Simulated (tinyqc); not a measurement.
# Van der Pauw, Hall and four-point-probe measurements on a doped layer: correction factor against the shape of the sample

A uniform p-type layer with sheet resistance Rs = 1/(q ns mu), point contacts, low field (mu B small).

Rs = 1/(q ns mu). For a rectangle with contacts at the corners, RA = (8 Rs/pi) sum_(k>=0) ln coth((2k + 1) pi a/(2 b)) with current along a short side b and voltage along the opposite one, RB the same with a and b exchanged. ar = a/b. F = Rs/[(pi/ln 2)(RA + RB)/2]; small-asymmetry estimate 1 - (ln 2/2) d^2 - ((ln 2)^2/4 - (ln 2)^3/12) d^4 with d = (RB - RA)/(RB + RA).

Parameters, values chosen for the exercise:

| symbol | value | unit | meaning |
|---|---|---|---|
| ns | 2.3e13 | cm^-2 | sheet density of the layer |
| mu | 140 | cm^2/(V s) | drift mobility |

Constants: q = 1.602176634e-19 C. Results are converted to the units shown.

Correction factor against the shape of the sample:
```
ar    RA (ohm)  RB (ohm)   RB/RA        F  estimate of F
1       427.67    427.67  1.0000   1.0000         1.0000
1.34    146.64    958.41  6.5355  0.77403        0.78609
1.69    48.823    1589.4  32.554  0.52212        0.62128
2.03    16.777    2232.5  133.07  0.38027        0.57672
2.37    5.7654    2886.1  500.59  0.29577        0.56529
2.71    1.9813    3543.3  1788.4  0.24126        0.56225
3.06   0.65980    4221.0  6397.4  0.20261        0.56140
3.4    0.22674    4879.8   21522  0.17527        0.56116
```

RB/RA rises from 1.00 to 21500 and F falls from 1.00 to 0.175. The estimate is 19 % above F at a/b = 1.69 and 3.20 times it in the last row. RA shrinks about as exp(-pi a/b): by a factor of 2.91 between the last two rows, against 2.91.

Program tinyqc, `OMP_NUM_THREADS=1 python tinyqc.py 2850152 2850153 out.jsonl`; Intel Xeon 2.30GHz, shared host, one thread, about 0.06 s.
